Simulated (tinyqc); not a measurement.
Inside a calculation. Model: tunnelling through a two-layer gate stack, WKB transmission and Tsu-Esaki current.

Numbers from tinyqc (`OMP_NUM_THREADS=1 python tinyqc.py 2540109 2540110 out.jsonl`; about 0.05 s on one thread of a shared Intel Xeon 2.30GHz). Printed values are rounded.

Electrons leave the emitter at x = 0. Energies E (motion across the layers) are in eV from the emitter Fermi level; the collector Fermi level lies at -V and offers states at every E. No charge in the dielectric and no image force: F1 = V/(t1 + t2 eps1/eps2), F2 = F1 eps1/eps2; U = phi1 - F1 x in layer 1 and phi2 - F1 t1 - F2 (x - t1) in layer 2. With C = hbar^2/(2 m0), kappa = sqrt(m (U - E)/C) where U > E and 0 elsewhere; T(E) = exp(-S), S = 2 times the integral of kappa over x.

Parameters, values chosen for the exercise; layer 1 close to silicon dioxide, layer 2 close to hafnium oxide:
- T = 300 K (temperature)
- Ef = 4.6 eV (Fermi energy of the emitter above its band bottom)
- me = 1 m0 (emitter mass in the supply function)
- phi1 = 2.99 eV (barrier of layer 1 above the emitter Fermi level at zero bias)
- m1 = 0.48 m0 (tunnelling mass of layer 1)
- t1 = 0.6 nm (thickness of layer 1)
- eps1 = 3.87 (relative permittivity of layer 1)
- phi2 = 1.47 eV (barrier of layer 2 at zero bias)
- m2 = 0.2 m0 (tunnelling mass of layer 2)
- t2 = 3 nm (thickness of layer 2)
- eps2 = 22.3 (relative permittivity of layer 2)
- V = 0.3 V (voltage across the dielectric)
- E = 0 eV (energy of the electron followed)
- nc = 4 (cells in each layer)
- Ea = -0.94 eV (lower end of the energy grid)
- Eb = 0.29 eV (upper end of the energy grid)
- nE = 11 (points of the energy grid)

Constants: q = 1.602176634e-19 C, kB = 1.380649e-23 J/K, hbar = 1.054571817e-34 J s, m0 = 9.1093837015e-31 kg, Vt = kB T/q, hbar^2/(2 m0) = 0.0380998212 eV nm^2. Results are converted to the units shown.

Range of the model: A layer thinner than 0.8 nm holds only a few atomic planes, where an effective mass is a rough description.

## Fields and band edges

F1 = V/(t1 + t2 eps1/eps2), F2 = F1 eps1/eps2; U = phi1 - F1 x in layer 1 and phi2 - F1 t1 - F2 (x - t1) in layer 2. EOT = 3.9 (t1/eps1 + t2/eps2).

F1 = 2.67707 MV/cm
F2 = 0.464586 MV/cm
U at the end of layer 1 = 2.82938 eV
U at the start of layer 2 = 1.30938 eV
U at the end of layer 2 = 1.17 eV
EOT = 1.12931 nm

## WKB exponent by the midpoint rule

Cut each layer into nc equal cells, take U and kappa at the cell centres, and sum S = 2 sum kappa h.

```
cell   x (nm)   U (eV)  kappa (1/nm)
0     0.07500  2.96992       6.11690
1     0.22500  2.92977       6.07541
2     0.37500  2.88961       6.03363
3     0.52500  2.84945       5.99156
4     0.97500  1.29195       2.60422
5     1.72500  1.25711       2.56886
6     2.47500  1.22227       2.53301
7     3.22500  1.18742       2.49664
```

S = 22.5693
T(E) = 1.57856e-10

## WKB exponent in closed form

Each layer adds (2/F) sqrt(m/C) [G(u at its left edge) - G(u at its right edge)] to S, with u = U - E (0 where negative) and G(u) = (2/3) u^1.5. The slope follows from 1/d = -dS/dE.

S = 22.5692
T(E) = 1.57879e-10
energy d over which T(E) grows by a factor e = 0.13469 eV

The midpoint rule gives S = 22.569, so its T(E) is 0.014 % below this value. The band edge stays above E through the whole stack: direct tunnelling through a trapezoid.

## Current density on a coarse energy grid

J = J0 times the integral of T(E) N(E) dE, N = ln[(1 + exp(-E/Vt))/(1 + exp((-E - V)/Vt))], J0 = q^2 me m0 kB T/(2 pi^2 hbar^3) (times 1e-4 for A/cm^2 per eV), by Simpson's rule on nE equally spaced points from Ea to Eb.

```
point     E (eV)         T(E)           N       T(E) N
0      -0.940000  3.60372e-13     11.6045  4.18195e-12
1      -0.817000  7.37135e-13     11.6045  8.55409e-12
2      -0.694000  1.53810e-12     11.6045  1.78489e-11
3      -0.571000  3.27991e-12     11.6045  3.80617e-11
4      -0.448000  7.16320e-12     11.6013  8.31022e-11
5      -0.325000  1.60627e-11     11.2823  1.81224e-10
6      -0.202000  3.70941e-11     7.79179  2.89030e-10
7      -0.079000  8.85447e-11     3.10167  2.74637e-10
8       0.044000  2.19459e-10    0.167476  3.67543e-11
9       0.167000  5.68009e-10  0.00156380  8.88250e-13
10      0.290000   1.54654e-9  1.34341e-5  2.07764e-14
```

J0 = 4.18366e8 A/(cm^2 eV)
J = 0.0492485 A/cm^2

The integrand peaks at E = -0.202 eV among these points. A converged quadrature from -Ef to above the barrier gives 0.04833 A/cm^2; this grid is 1.9 % above that.
